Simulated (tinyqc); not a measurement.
# Input admittance of a MOSFET at zero drain bias: distributed channel and distributed gate: input impedance against frequency

Source and drain grounded, strong inversion, w = 2 pi f, Cox = eps0 eox/tox. The channel is an RC line of resistance 1/(mu Cox Vo) per square fed from both ends, so one finger has the intrinsic admittance y = i w Cox L tanh(g)/g per width, g = (1/2) sqrt(i w tau), tau = L^2/(mu Vo). The vertical resistance rv/L is in series with y, the overlaps 2 i w Cov in parallel: y_t = 1/(1/y + rv/L) + 2 i w Cov. The gate strip is a line of Rsh/L per length loaded by y_t, so a finger has Y = y_t Wf tanh(k)/k, k = (Wf/sd) sqrt(y_t Rsh/L); the device has Nf Y.

Low-frequency limits, with c = Cox L and ct = c + 2 Cov: R_strip = Rsh Wf/(3 sd^2 L Nf), R_ch = (c/ct)^2 L/(12 mu Cox Vo Wf Nf), R_vert = (c/ct)^2 rv/(L Wf Nf), C = ct Wf Nf. Z = 1/(Nf Y) = R + 1/(i w C), Q = |Im Z|/R, far-point signal |1/cosh k|.

Parameters, values chosen for the exercise; values of the order met in silicon radio-frequency transistors:
- eox = 3.9 (relative permittivity of the gate insulator (close to silicon dioxide))
- tox = 1.8 nm (insulator thickness)
- L = 1 um (channel length)
- Wf = 0.8 um (finger width)
- Nf = 64 (number of fingers)
- mu = 180 cm^2/(V s) (channel mobility)
- Vo = 0.62 V (gate overdrive)
- Rsh = 8.3 ohm/square (sheet resistance of the gate)
- rv = 0 ohm um^2 (vertical resistivity of the gate stack)
- sd = 1 (number of ends at which a finger is contacted)
- Cov = 0.2 fF/um (overlap and fringe capacitance on each side)

Constants: eps0 = 8.8541878128e-14 F/cm where lengths are in cm. Results are converted to the units shown.

The same in every row: low-frequency R (ohm) = 7.3295.

Results:
```
f (GHz),w tau,|k|,R (ohm),C (fF),Q,signal at the far point
0.07,0.039411,0.0067642,7.3295,1002.7,309.37,1.0000
0.2,0.11260,0.011433,7.3294,1002.7,108.28,1.0000
1,0.56301,0.025547,7.3284,1002.2,21.669,0.99998
4,2.2520,0.050527,7.3127,995.16,5.4675,0.99977
10,5.6301,0.075707,7.2262,958.08,2.2988,0.99886
30,16.890,0.10340,6.5346,736.30,1.1026,0.99642
70,39.411,0.12260,4.8055,455.82,1.0380,0.99482
200,112.60,0.16151,2.6331,264.28,1.1436,0.99151
```

Estimate the missing row, f = 0.5 GHz.

Computed row:
```
f (GHz),w tau,|k|,R (ohm),C (fF),Q,signal at the far point
0.5,0.28150,0.018075,7.3292,1002.6,43.318,1.0000
```

With this row back in the table: R falls from 7.33 to 2.63 ohm and C falls from 1000 to 264 fF. Q goes as f^(-1.00) between the first two rows and f^(0.09) between the last two, where w tau = 113 and |k| = 0.162. The low-frequency limits hold both R and C within 5 % up to f = 10 GHz among the rows.

Computed by the program tinyqc: `OMP_NUM_THREADS=1 python tinyqc.py 2262073 2262074 out.jsonl`, one thread of a shared Intel Xeon 2.30GHz, about 0.01 s for the whole run.
